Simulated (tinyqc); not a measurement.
# Inputs raised by 5 %, one at a time

Model: strain, valley repopulation and piezoresistance in a many-valley conduction band. Computed by tinyqc, a small Python program. Command: `OMP_NUM_THREADS=1 python tinyqc.py 3021944 3021945 out.jsonl valleys sens`. One thread of a shared host (Intel(R) Xeon(R) Processor @ 2.30GHz), about 0.08 s of CPU time with the checks.

Valleys are ellipsoids with mass m_l along the axis a and m_t across it, parabolic, with one constant relaxation time; strain shifts the valleys and leaves the masses alone. Currents are taken along [100], along the load, and along [010], across the load.

Inputs (values chosen for the exercise, modelled on silicon):
```
quantity                               value    unit
longitudinal mass m_l                  0.914     m_0
transverse mass m_t                    0.186     m_0
shear deformation potential Xi_u        9.02      eV
dilation deformation potential Xi_d      1.1      eV
C11                                      167     GPa
C12                                     64.6     GPa
C44                                       79     GPa
stress X (tension positive)             -130     MPa
electron density n                   3.4e+18  1/cm^3
relaxation time tau                      120      fs
temperature T                            300       K
```

Valley axes: <100> (6 valleys in 3 pairs). Load: uniaxial [100].

Constants: k_B = 8.617333262e-05 eV/K; m_0 = 9.1093837015e-31 kg; k_B = 1.380649e-23 J/K; hbar = 1.054571817e-34 J s; e = 1.602176634e-19 C.

Method:
- Compliances S11 = (C11 + C12)/((C11 - C12)(C11 + 2 C12)), S12 = -C12/((C11 - C12)(C11 + 2 C12)), S44 = 1/C44; stress sigma_ij = X n_i n_j for the unit vector n of the load; e_xx = S11 sigma_xx + S12 (sigma_yy + sigma_zz), e_xy = S44 sigma_xy/2 (tensor strain).
- Herring-Vogt shift of a valley with unit axis a: dE = Xi_d tr(e) + Xi_u a.e.a.
- Each of the 6 valleys holds n_v = N_v (2/sqrt(pi)) F_1/2((E_F - dE_v)/(k_B T)), N_v = 2 (m_d k_B T/(2 pi hbar^2))^(3/2), m_d = (m_l m_t^2)^(1/3); E_F solves sum n_v = n and is counted from the unstrained edge.
- F_j(eta) = int_0^infinity x^j/(1 + exp(x - eta)) dx, without a gamma-function factor. It is evaluated after integrating by parts.
- Integrals over x = E/(k_B T) use 160 Gauss-Legendre points in u = sqrt(x) from 0 to sqrt(max(eta, 0) + 32).
- Mobility tensor mu = e tau sum_v (n_v/n) [1/m_t + (1/m_l - 1/m_t) a a^T]; unstrained mu_0 = e tau (1/m_l + 2/m_t)/3; resistivity along d from the inverse tensor, rho_d = d.mu^-1.d/(n e), mobility along d = 1/(d.mu^-1.d); gauge pi_d = (rho_d/rho_0 - 1)/X.
- With eta_0 the reduced Fermi level without strain, r = F_-1/2(eta_0)/(2 F_1/2(eta_0)) (1 for a classical gas) and c = r (Xi_u/k_B T) (m_l - m_t)/(2 m_l + m_t): pi11 = -(2/3) c (S11 - S12), pi12 = -pi11/2, pi44 = 0, with S11 - S12 = 1/(C11 - C12).

Runs; columns: (1) input moved; (2) from; (3) to; (4) mobility along the first direction (cm^2/(V s)); (5) mobility along the second direction (cm^2/(V s)); (6) splitting (highest minus lowest) (meV); (7) degeneracy factor r:
```
(1)                                           (2)       (3)    (4)    (5)    (6)     (7)
base run                                        -         -  743.5  878.4  11.45  0.9572
transverse mass m_t (m_0)                   0.186    0.1953  712.7  839.8  11.45  0.9591
shear deformation potential Xi_u (eV)        9.02     9.471  738.8  880.8  12.02  0.9572
stress X (tension positive) (MPa)            -130    -136.5  738.8  880.8  12.02  0.9572
electron density n (1/cm^3)               3.4e+18  3.57e+18  743.7  878.3  11.45  0.9551
temperature T (K)                             300       315  747.7  876.3  11.45  0.9601
relaxation time tau (fs)                      120       126  780.7  922.3  11.45  0.9572
dilation deformation potential Xi_d (eV)      1.1     1.155  743.5  878.4  11.45  0.9572
```

Exponents ln(y'/y) / ln(x'/x); columns: (1) input; (2) mobility along the first direction; (3) mobility along the second direction; (4) splitting (highest minus lowest); (5) degeneracy factor r:
```
(1)                                     (2)     (3)  (4)     (5)
transverse mass m_t                  -0.868  -0.921    0   0.042
shear deformation potential Xi_u     -0.130   0.055    1   0.000
stress X (tension positive)          -0.130   0.055    1   0.000
electron density n                    0.006  -0.002    0  -0.044
temperature T                         0.115  -0.049    0   0.062
relaxation time tau                   1.000   1.000    0   0.000
dilation deformation potential Xi_d   0.000   0.000    0   0.000
```

Which inputs matter most for each result?

Among the inputs moved here: mobility along the first direction answers most in size to relaxation time tau (exponent +1.000), next to transverse mass m_t (-0.868); its exponent is below 0.0005 for dilation deformation potential Xi_d. Its exponent +1.000 in relaxation time tau: mu = e tau/m. Mobility along the second direction answers most in size to relaxation time tau (exponent +1.000), next to transverse mass m_t (-0.921); its exponent is below 0.0005 for dilation deformation potential Xi_d. Splitting (highest minus lowest) answers most in size to shear deformation potential Xi_u (exponent +1.000), and about equally to stress X (tension positive) (+1.000); its exponent is below 0.0005 for transverse mass m_t, electron density n, temperature T, relaxation time tau, dilation deformation potential Xi_d. Its exponent +1.000 in stress X (tension positive): shifts are linear in strain. Degeneracy factor r answers most in size to temperature T (exponent +0.062), next to electron density n (-0.044); its exponent is below 0.0005 for shear deformation potential Xi_u, stress X (tension positive), relaxation time tau, dilation deformation potential Xi_d.

Extremes, crossings and ranges named in words are read from the listed rows.
